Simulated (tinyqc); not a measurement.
# Worked calculation: disorder broadening of a semi-elliptic band in the self-consistent Born approximation

tinyqc, about 0.01 s, one thread, Intel Xeon 2.30GHz (shared host): `OMP_NUM_THREADS=1 python tinyqc.py 2720017 2720018 out.jsonl` Printed values are rounded.

The local Green function is G = g0(z - Sigma) with z = E + i eta and g0(z) = (z - sqrt(z - 2t) sqrt(z + 2t))/(2 t^2), principal roots; the self-energy is Sigma = D G. The density of states is -Im G/pi.

Values chosen for this exercise:
- t = 1 eV (hopping)
- D = 0.98 eV^2 (variance of the random site energy)
- eta = 0.03 eV (bare broadening)
- E = -2.268 eV (energy from the band centre)
- mix = 0.5 (mixing)

Constants: q = 1.602176634e-19 C, hbar = 1.054571817e-34 J s. Results are converted to the units shown.

Range of the model: The self-consistent Born approximation misses band tails from rare fluctuations and localisation.

## Iteration 1: Born step

Sigma at the start = 0.000000+0.000000i eV

G = g0(z - Sigma), Sigma(out) = D G, Sigma(new) = Sigma + mix (Sigma(out) - Sigma).

G = -0.5985188-0.0167658i 1/eV
Sigma(out) = -0.5865485-0.0164305i eV
Sigma after iteration 1 = -0.2932742-0.0082153i eV

Sigma(out) of this first step, from Sigma = 0, is the plain (first) Born approximation.

## Iteration 2: Born step

As before.

G = -0.8872382-0.1693190i 1/eV
Sigma(out) = -0.8694934-0.1659326i eV
Sigma after iteration 2 = -0.5813838-0.0870739i eV

## Iteration 3: Born step

As before.

G = -0.7532366-0.4895241i 1/eV
Sigma(out) = -0.7381718-0.4797336i eV
Sigma after iteration 3 = -0.6597778-0.2834038i eV

## Course of the iteration

Stop when |Sigma(out) - Sigma| is below 1e-10 eV, or after 300 iterations; the start is Sigma = 0.

Course of the iteration:
```
iteration  Re Sigma (eV)  Im Sigma (eV)  |Sigma(out) - Sigma| (eV)
1             -0.2932742     -0.0082153                      0.587
2             -0.5813838     -0.0870739                      0.597
3             -0.6597778     -0.2834038                      0.423
4             -0.6281887     -0.3810029                      0.205
5             -0.5907006     -0.4130633                     0.0987
6             -0.5669157     -0.4180400                     0.0486
7             -0.5551857     -0.4146734                     0.0244
8             -0.5507009     -0.4103904                     0.0124
9             -0.5496910     -0.4073851                    6.34e-3
...                  ...            ...                        ...
28            -0.5511716     -0.4051052                    1.93e-8
29            -0.5511716     -0.4051052                    9.92e-9
30            -0.5511716     -0.4051053                    5.08e-9
31            -0.5511716     -0.4051053                    2.60e-9
32            -0.5511716     -0.4051053                    1.33e-9
33            -0.5511716     -0.4051053                   6.84e-10
34            -0.5511716     -0.4051053                   3.50e-10
35            -0.5511716     -0.4051053                   1.80e-10
36            -0.5511716     -0.4051053                   9.20e-11
```

Converged in 36 iterations. At the solution d Sigma(out)/d Sigma = -0.0952+0.481i, so the error shrinks by |1 - mix + mix times that| = 0.512 a step.

## Density of states and lifetime

converged Sigma = -0.5511716-0.4051053i eV

G = Sigma/D, density of states -Im G/pi, lifetime hbar/(2 |Im Sigma|); without disorder the density of states is -Im g0(z)/pi. Closed form: G = (z - sqrt(z^2 - 4 (t^2 + D)))/(2 (t^2 + D)) with the root that gives Im G < 0; for eta -> 0 a semi-ellipse of half-width 2 sqrt(t^2 + D).

density of states = 0.1315806 1/eV
lifetime = 0.8123962 fs
density of states without disorder = 0.005336727 1/eV

Disorder makes the density of states at this energy 24.7 times the clean value.
